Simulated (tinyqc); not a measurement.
What moves the coefficients: Boltzmann transport in a parabolic band with a power-law relaxation time.

F_j(eta) = (1/Gamma(j + 1)) integral_0^infinity x^j dx/(1 + exp(x - eta)), which tends to exp(eta) for eta << 0.

n = N F_1/2(eta) with N = 2 (m kB T/(4 pi c))^(3/2) with c = hbar^2/2m0, in 1/angstrom^3; times 1e24 for 1/cm^3, m = md.

tau = tau0 x^r with x = E/kT. With K_j = Gamma(j + 1) F_j(eta): <tau> = tau0 (r + 3/2) K_(r+1/2)/((3/2) K_(1/2)); mu = <tau>/(mc m0/e), m0/e = 5.685630e-12 kg/C; Hall factor rH = (3/2) K_(1/2) (2r + 3/2) K_(2r+1/2)/((r + 3/2) K_(r+1/2))^2; Seebeck S = -(kB/e) [(r + 5/2) K_(r+3/2)/((r + 3/2) K_(r+1/2)) - eta]; Lorenz number L = (kB/e)^2 [(r + 7/2) K_(r+5/2)/((r + 3/2) K_(r+1/2)) - ((r + 5/2) K_(r+3/2)/((r + 3/2) K_(r+1/2)))^2]; kB/e in V/K. Valley anisotropy is left out of rH.

Constants: hbar^2/2m0 = 3.80998211 eV angstrom^2; kB = 8.617333262e-05 eV/K.

Parameters, chosen for this exercise (masses near those of InP; tau0 is set for a mobility of the usual size at this n, kL is a free input; freeze-out and phonon drag, which matter near 77 K, are left out; shifted at random, so the results belong to these values and not to a real crystal): md = 0.079 m0 (density-of-states mass); mc = 0.0785 m0 (conductivity mass); tau0 = 130 fs (tau at E = kT); r = -0.5 (exponent of tau); T = 300 K; kL = 100 W/(m K) (lattice thermal conductivity); n = 1.2e+17 1/cm^3 (electron density).

sigma = e n mu with e = 1.602176634e-19 C; ZT = S^2 sigma T/(kL + L sigma T).

One parameter was then changed.

Results before and after:
```
case     mu (cm^2/(V s))  sigma (S/cm)  S (microvolt/K)       ZT
base                2126         40.87           -307.3  0.00116
changed             2139         41.12           -326.7  0.00154
```

Which of these changes was made? (a) tau0 = 195 fs; (b) kL = 50 W/(m K); (c) md = 0.103 m0; (d) n = 2.4e+17 1/cm^3; (e) T = 350 K; (f) mc = 0.1021 m0.

Answer: (e) T = 350 K. Of the candidates, run in turn, only this one gives the changed row.

All candidates:
```
case                mu (cm^2/(V s))  sigma (S/cm)  S (microvolt/K)        ZT
base                           2126         40.87           -307.3   0.00116
md = 0.103 m0                  2146         41.27           -340.8   0.00144
mc = 0.1021 m0                 1634         31.42           -307.3  0.000890
n = 2.4e+17 1/cm^3             2066         79.46           -250.2   0.00149
tau0 = 195 fs                  3188         61.30           -307.3   0.00174
kL = 50 W/(m K)                2126         40.87           -307.3   0.00232
T = 350 K                      2139         41.12           -326.7   0.00154
```

The row for T keeps tau0 fixed; for phonon scattering tau0 itself falls as T rises.

tinyqc: `OMP_NUM_THREADS=1 python tinyqc.py 1680832 1680833 out.jsonl`; about 0.01 s, one thread, shared Intel(R) Xeon(R) Processor @ 2.30GHz.
